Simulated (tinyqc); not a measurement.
Comparisons within one model: configuration-coordinate model of carrier capture at a defect. A value that a table varies takes the place of the one given here.

Two parabolas of equal curvature k in one coordinate Q: with the carrier free at the band edge, U_f = k Q^2/2; with the carrier trapped, U_t = k (Q - dQ)^2/2 - ET. ER = k dQ^2/2, Huang-Rhys factor S = ER/hw, hw = 0.0646541 sqrt(k/M) eV for k in eV/angstrom^2 and M in u. The curves cross at a height Eb = (ER - ET)^2/(4 ER) above the free minimum.

Multiphonon factor for giving p = ET/hw phonons to the lattice: W = exp(-S (2 nb + 1)) ((nb + 1)/nb)^(p/2) I_p(x), nb = 1/(exp(hw/kT) - 1), x = 2 S sqrt(nb (nb + 1)), I_p the modified Bessel function. Classical limit: W = hw exp(-Eb/kT)/sqrt(4 pi ER kT). At T = 0: exp(-S) S^p/Gamma(p + 1).

Constants: kB = 8.617333262e-05 eV/K.

Values chosen for the exercise (of the size met at a deep level in Si; the results hold for these values, not for the real material): ET = 0.45 eV (thermal depth of the level below the band edge); ER = 0.22 eV (relaxation energy); hw = 0.034 eV (phonon energy of the mode); T = 200 K (temperature).

## Capture against temperature

The local activation energy is -d ln W/d(1/kT), by central differences with T changed by 1 %.

Against T:
```
T (K),kT/hw,log10 W,"log10 W, classical",activation energy (eV)
40,0.101,-2.138,-8.032,0.0000
60,0.152,-2.136,-5.595,0.0002
80,0.203,-2.128,-4.396,0.0008
120,0.304,-2.086,-3.221,0.0040
160,0.406,-2.021,-2.653,0.0089
220,0.558,-1.915,-2.205,0.0165
300,0.760,-1.791,-1.905,0.0242
400,1.014,-1.678,-1.715,0.0293
550,1.394,-1.574,-1.578,0.0305
```

log10 W at T = 0 = -2.138
Eb = 0.0601 eV

At 40 K log10 W is -2.14, against -2.14 at T = 0 and -8.0 classically; at 550 K the two forms differ by 0.00. The activation energy read from an Arrhenius plot goes from 0.000 eV at 40 K to 0.030 at 550 K, with its largest value 0.030 at 550 K, against Eb = 0.060 eV; the classical form itself gives Eb - kT/2. A measured slope therefore understates the barrier.

## Capture against depth of the level

ET is varied at fixed ER, hw and T, as by moving the band edge with alloying or pressure.

Against ET:
```
ET/ER,ET (eV),Eb (eV),log10 W,"log10 W, classical"
0.10,0.022,0.0445,-1.787,-1.930
0.25,0.055,0.0309,-1.465,-1.587
0.50,0.110,0.0138,-1.093,-1.154
0.75,0.165,0.0034,-0.902,-0.894
1.00,0.220,0.0000,-0.865,-0.808
1.25,0.275,0.0034,-0.960,-0.894
1.50,0.330,0.0138,-1.168,-1.154
2.00,0.440,0.0550,-1.869,-2.193
3.00,0.660,0.2200,-4.166,-6.351
```

Capture is fastest at ET/ER = 1 among these rows, where the barrier vanishes or nearly so. The classical form is symmetric about ET = ER; the quantum one gives -1.09 at 0.5 and -1.17 at 1.5, against -1.15 for both. At ET = 3 ER it lies 2.2 decades above the classical value: deep levels capture by emitting many phonons, and the rate falls with depth by 10.4 decades per eV between the last two rows. Rows deeper than the gap of the host are formal.

## Phonon side bands at T = 0

Weights exp(-S) S^j/j! of the line with j phonons, S = ER/hw; absorption at ET + j hw, emission at ET - j hw (a dash if negative).

Lines:
```
j,weight,absorption (eV),emission (eV)
0,0.00155,0.450,0.450
1,0.01002,0.484,0.416
2,0.03241,0.518,0.382
3,0.06991,0.552,0.348
4,0.11309,0.586,0.314
5,0.14635,0.620,0.280
6,0.15783,0.654,0.246
7,0.14589,0.688,0.212
8,0.11800,0.722,0.178
9,0.08484,0.756,0.144
10,0.05490,0.790,0.110
11,0.03229,0.824,0.076
12,0.01741,0.858,0.042
13,0.00867,0.892,0.008
```

The zero-phonon line holds 0.155 % of the band and the largest weight falls on j = 6, next to S = 6.47; the lines listed add to 0.9932.

## What each parameter does

Eb, log10 W and the full width 2.35482 sqrt(ER hw coth(hw/2kT)). Each row changes one parameter from the base and keeps the others.

Results:
```
case,Eb (eV),log10 W,full width (eV)
base,0.0601,-1.950,0.2343
ET = 0.49 eV,0.0828,-2.297,0.2343
ER = 0.27 eV,0.0300,-1.501,0.2595
hw = 0.0408 eV,0.0601,-1.798,0.2451
T = 230 K,0.0601,-1.898,0.2443
```

The largest shifts from the base row, up to three for each result and ties (the steps differ in size, so this ranks the rows, not the parameters). Eb (eV): ER -0.0301, ET +0.0227; unchanged at the printed digits by hw and T. log10 W: ER +0.448, ET -0.347, hw +0.152. full width (eV): ER +0.0253, hw +0.0108, T +0.0100; unchanged at the printed digits by ET.

tinyqc: `OMP_NUM_THREADS=1 python tinyqc.py 1450049 1450050 out.jsonl`; about 0.01 s, one thread, shared Intel(R) Xeon(R) Processor @ 2.30GHz.
